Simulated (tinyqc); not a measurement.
# Carrier density from the ballistic resistance

Inverse problem. A wide ballistic two-dimensional channel with gv valleys has G/W = (2 q^2/h) gv kF/pi and n = gv kF^2/(2 pi). Find kF, n and the Fermi energy C kF^2/m, C = hbar^2/(2 m0).

Inputs (values chosen for the exercise): mass m = 0.19 m0; valleys gv = 2.

Constants: q = 1.602176634e-19 C, hbar = 1.054571817e-34 J s, h = 6.62607015e-34 J s, m0 = 9.1093837015e-31 kg, hbar^2/(2 m0) = 0.0380998212 eV nm^2. Results are converted to the units shown.

R W = 19.953754 ohm um

Solution. kF = pi h/(2 q^2 gv R W).

kF = 1.02 1/nm
n = 3.29e13 cm^-2
Ef = 0.207 eV

Program tinyqc, `OMP_NUM_THREADS=1 python tinyqc.py 2740037 2740038 out.jsonl`; Intel Xeon 2.30GHz, shared host, one thread, about 0.04 s.
